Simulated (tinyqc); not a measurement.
Drifting, spreading and decaying minority pulse (Haynes-Shockley), Crank-Nicolson time steps: two steps of the calculation.

Low injection in a uniform field: dn/dt = D d2n/dx2 - v dn/dx - n/tau with D = mu Vt and v = mu F towards +x. Exact solution on an infinite bar for a Gaussian start at x0: n = N0 exp(-t/tau) exp(-(x - x0 - v t)^2/(2 s^2))/sqrt(2 pi s^2), s^2 = s0^2 + 2 D t.

Values chosen for this exercise; mobility close to that of silicon at room temperature:
- T = 350 K (temperature)
- mu = 471 cm^2/(V s) (minority-carrier mobility)
- F = 3.7 V/cm (sweep field along the drift)
- hx = 140 um (mesh step)
- tau = 9.6e-5 s (lifetime)
- dt = 1.2e-5 s (time step)

Constants: q = 1.602176634e-19 C, kB = 1.380649e-23 J/K, Vt = kB T/q. Results are converted to the units shown.

Question 1. Coefficients of the scheme. Exponentially fitted fluxes: d = F hx/Vt, B(d) = d/(exp(d) - 1), k = D dt/hx^2; (L n)_i = a n_(i-1) + b n_i + c n_(i+1) with a = k B(-d), c = k B(d), b = -a - c - dt/tau. Explicit steps keep n positive for dt up to 1/[(D/hx^2)(B(d) + B(-d)) + 1/tau].

Wanted: D; v; d; a; b; c; positivity limit of dt.

Answer 1.

D = 14.206 cm^2/s
v = 1742.7 cm/s
d = 1.7175
a = 1.8206
b = -2.2724
c = 0.32683
positivity limit of dt = 5.2808e-6 s

Question 2. Densities after a time step. (L n)_i = a n_(i-1) + b n_i + c n_(i+1), n = 0 beyond the ends. Crank-Nicolson step: solve n(new) - L n(new)/2 = n + L n/2.

a = 1.8205719
b = -2.2724010
c = 0.32682906
n at t = 1 dt, node 1 to 12 (in units of 1e11 cm^-3): 0.0405323  0.1705842  0.4208692  0.9942124  1.6711945  1.4896605  0.8261041  0.3782444  0.1672273  0.0737491  0.0324852  0.0138427

Give: n at t = 2 dt.

Answer 2.

n at t = 2 dt, node 1 to 12 (in units of 1e11 cm^-3): 0.0149  0.0583  0.1750  0.3696  0.6690  1.0515  1.1250  0.8620  0.5476  0.3155  0.1714  0.0860

Program tinyqc, `OMP_NUM_THREADS=1 python tinyqc.py 2310002 2310003 out.jsonl`; Intel Xeon 2.30GHz, shared host, one thread, about 0.01 s.
